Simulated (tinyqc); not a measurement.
Donors with valley-orbit split 1s states, step by step. Values are carried at full precision from step to step, so a last printed digit may differ when a step is redone from the rounded ones.

Each donor binds at most one electron, in any of its states. For a site s, W_s = sum over its states of g exp(E/kT), and the ionised share is 1/(1 + W_s exp(eta)), eta = (EF - Ec)/kT; n = Nc F_1/2(eta); neutrality n + NA = ND x (mean ionised share); holes are neglected. Nc from N = 2 (m kB T/(4 pi c))^(3/2) with c = hbar^2/2m0, in 1/angstrom^3; times 1e24 for 1/cm^3, m = md. F_j(eta) = (1/Gamma(j + 1)) integral_0^infinity x^j dx/(1 + exp(x - eta)), which tends to exp(eta) for eta << 0.

Constants: hbar^2/2m0 = 3.80998211 eV angstrom^2; kB = 8.617333262e-05 eV/K.

Values chosen for the exercise (near those of As in Si; shifted at random, so the results belong to these values and not to a real crystal):

| symbol | value | unit | meaning |
|---|---|---|---|
| md | 1.055 | m0 | density-of-states mass of the conduction band |
| E | (54.7, 33.1, 31.9) | meV | binding energies of 1s(A1), 1s(T2), 1s(E) |
| g | (2, 6, 4) |  | their degeneracies with spin |
| T | 300 | K |  |
| ND | 1.6e+15 | 1/cm^3 | donors |
| NA | 2.3e+14 | 1/cm^3 | compensating acceptors, all ionised |
| mu0 | 67 | cm^2/(V s) | mobility at heavy doping |
| mu1 | 1354 | cm^2/(V s) | mobility at light doping and 300 K |
| Nr | 8.9e+16 | 1/cm^3 | reference doping |
| de | 0.72 |  | doping exponent |
| ga | 2.3 |  | temperature exponent |

## Partition sums of the neutral donor

Give each term g exp(E/kT), W_s, and the effective degeneracy W_s exp(-E_ground/kT).

Nc = 2.7193e+19 1/cm^3

terms: 1s(A1) 16.59, 1s(T2) 21.59, 1s(E) 13.74

W_s: donor 51.921

effective degeneracy: donor 6.258

The ground state alone would give 2 and all states together 12; here the excited states hold 68 % of the bound electrons.

## Neutrality

Solve for eta.

eta = -9.899
n = 1.37e+15 1/cm^3

ionised share: donor 0.997

n is 0.997 of ND - NA.

## Mobility and resistivity

Mobility (Caughey-Thomas form): mu = mu0 + (mu1 (T/300)^(-ga) - mu0)/(1 + ((ND + NA)/Nr)^de); rho = 1/(e n mu), e = 1.602176634e-19 C.

Compare with full ionisation, n = ND - NA.

mu = 1280.0 cm^2/(V s)
rho = 3.57 ohm cm
rho at full ionisation = 3.56 ohm cm

Incomplete ionisation raises rho by a factor 1.

## Checks

- n at ND = 1e13 1/cm^3 against the root of n^2 = (Nc/W)(ND - n) (1/cm^3): both 1.000e+13.

Computed by tinyqc, a small Python program: `OMP_NUM_THREADS=1 python tinyqc.py 1652148 1652149 out.jsonl` (the numbers bound the seed that draws the inputs); one thread of a shared host (Intel(R) Xeon(R) Processor @ 2.30GHz), about 0.01 s for the whole set of steps.
